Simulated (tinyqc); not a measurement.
Inputs raised by 10 %, one at a time: nucleation and growth of vacancy voids in a cooling silicon-like crystal. Computed by tinyqc, a small Python program. Command: `OMP_NUM_THREADS=1 python tinyqc.py 3007155 3007156 out.jsonl voids sens`. One thread of a shared host (Intel(R) Xeon(R) Processor @ 2.30GHz), about 0.2 s of CPU time with the checks.

Spherical voids; vacancies are lost only to voids.

Inputs (values chosen for the exercise, for a model crystal):

| quantity | value | unit |
|---|---|---|
| vacancy density at the melting point C_m | 4.6e+14 | 1/cm^3 |
| formation energy E_f | 3.87 | eV |
| melting point T_m | 1685 | K |
| diffusion prefactor D0 | 0.0019 | cm^2/s |
| migration energy E_m | 0.36 | eV |
| site density rho | 5e+22 | 1/cm^3 |
| void surface energy gamma | 0.922 | J/m^2 |
| cooling rate q | 19 | K/min |
| ratio (V/G)/xi_c | 2.39 | - |
| limit of the excess at high V/G | 1.4e+14 | 1/cm^3 |
| temperature of the worked step T | 1345 | K |
| temperature step | 0.25 | K |

Vacancy supply: from V/G.

Constants: k_B = 8.617333262e-05 eV/K; k_B = 1.380649e-23 J/K; e = 1.602176634e-19 C.

Method:
- C = C_x (u - 1)/(u + 0.2) with u = (V/G)/xi_c, a form chosen for the exercise.
- C_e = C_m exp[-(E_f/k_B)(1/T - 1/T_m)]; D = D0 exp(-E_m/(k_B T)); f = k_B T ln(C/C_e); r* = 2 gamma/(rho f); W* = 16 pi gamma^3/(3 rho^2 f^2); Z = f/sqrt(12 pi W* k_B T); I = rho Z (4 pi r* D C) exp(-W*/(k_B T)).
- March down from 1500 K in steps dT, dt = dT/q, with values at the upper end of each step: a class of I dt voids is born with r*; then all classes grow by r^2 += 2 D (C - C_e) dt/rho; C falls by the vacancies added to voids. Stop at 1150 K. T_n is the T of the largest I, N the final count (classes under 1e-6 /cm^3 are dropped), and the mean radius the number average.

Runs:

| input moved | from | to | void density N (1/cm^3) | mean radius (nm) | rate I (1/(cm^3 s)) | W*/(k_B T) |
|---|---|---|---|---|---|---|
| base run | - | - | 6.502e+06 | 37.74 | 4.616e+10 | 33.81 |
| vacancy density at the melting point C_m (1/cm^3) | 4.6e+14 | 5.06e+14 | 6.652e+06 | 37.45 | 1.176e+10 | 35.16 |
| formation energy E_f (eV) | 3.87 | 4.257 | 6.791e+06 | 37.21 | 1.100e+14 | 26.17 |
| diffusion prefactor D0 (cm^2/s) | 0.0019 | 0.00209 | 5.649e+06 | 39.55 | 5.078e+10 | 33.81 |
| void surface energy gamma (J/m^2) | 0.922 | 1.0142 | 6.638e+06 | 37.40 | 6.067e+05 | 45.01 |
| cooling rate q (K/min) | 19 | 20.9 | 7.483e+06 | 36.01 | 4.616e+10 | 33.81 |
| ratio (V/G)/xi_c | 2.39 | 2.629 | 6.178e+06 | 39.30 | 1.294e+11 | 32.87 |
| limit of the excess at high V/G (1/cm^3) | 1.4e+14 | 1.54e+14 | 6.068e+06 | 39.87 | 1.846e+11 | 32.54 |

Exponents ln(y'/y) / ln(x'/x):

| input | void density N | mean radius | rate I | W*/(k_B T) |
|---|---|---|---|---|
| vacancy density at the melting point C_m | 0.240 | -0.081 | -14.344 | 0.410 |
| formation energy E_f | 0.457 | -0.149 | 81.585 | -2.690 |
| diffusion prefactor D0 | -1.475 | 0.493 | 1.000 | 0.000 |
| void surface energy gamma | 0.218 | -0.095 | -117.928 | 3.000 |
| cooling rate q | 1.475 | -0.493 | 0.000 | 0.000 |
| ratio (V/G)/xi_c | -0.535 | 0.426 | 10.815 | -0.298 |
| limit of the excess at high V/G | -0.724 | 0.576 | 14.542 | -0.402 |

Which inputs matter most for each result?

Among the inputs moved here: void density N answers most in size to diffusion prefactor D0 (exponent -1.475), and about equally to cooling rate q (+1.475). Its exponent -1.475 in diffusion prefactor D0: only q/D matters. Its exponent +1.475 in cooling rate q: the scaling law of burst nucleation. Mean radius answers most in size to limit of the excess at high V/G (exponent +0.576), next to diffusion prefactor D0 (+0.493). Its exponent +0.493 in diffusion prefactor D0: only q/D matters. Its exponent -0.493 in cooling rate q: fixed volume shared among q^(3/2) voids. Rate I answers most in size to void surface energy gamma (exponent -117.928), next to formation energy E_f (+81.585); its exponent is below 0.0005 for cooling rate q. W*/(k_B T) answers most in size to void surface energy gamma (exponent +3.000), next to formation energy E_f (-2.690); its exponent is below 0.0005 for diffusion prefactor D0, cooling rate q.

Caution (rows base run, vacancy density at the melting point C_m, formation energy E_f, diffusion prefactor D0, cooling rate q, ratio (V/G)/xi_c, limit of the excess at high V/G): at such a rate voids would have used up the initial excess before the crystal cooled to this T.
